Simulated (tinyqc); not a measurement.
Dopant redistribution at a moving silicon-oxide interface during parabolic oxidation: one step, computed by the program tinyqc.

Uniformly doped silicon is oxidised with x_ox = sqrt(B t); the interface advances into the silicon by alpha x_ox, alpha = 0.44. The dopant does not move in the oxide, and at the interface C(silicon) = m C(oxide).

Task: Interface concentration. With the dopant diffusivity D and s = alpha x_ox/(2 sqrt(D t)), in the silicon C = C_B + (C_s - C_B) erfc(y/(2 sqrt(D t)))/erfc(s), y from the original surface. Dopant balance at the interface gives C_s/C_B = 1/[1 + (1/(m alpha) - 1) g], g = sqrt(pi) s exp(s^2) erfc(s).

Inputs (values chosen for the exercise, modelled on antimony in silicon under steam): oxidation activation energy E_B = 0.774 eV; segregation coefficient m = C(silicon)/C(oxide) = 13; bulk doping C_B = 1.7e+17 1/cm^3; temperature T = 900 C.

s = 15.61042

Give: g; ratio C_s/C_B; C_s in the silicon; concentration in the oxide.

Result:

g = 0.99796

ratio C_s/C_B = 5.6655

C_s in the silicon = 9.6313e+17 1/cm^3

concentration in the oxide = 7.4087e+16 1/cm^3

m alpha = 5.720: the oxide rejects dopant, which piles up in the silicon. For a very fast interface the ratio would tend to m alpha. Caution: in this case the oxide is not much thicker than a typical Deal-Grove length A, so real growth is slower than parabolic. Caution: parabolic growth needs an oxide much thicker than the Deal-Grove length A, which fails for thin films and low temperatures; oxidation-enhanced or retarded diffusion is ignored.
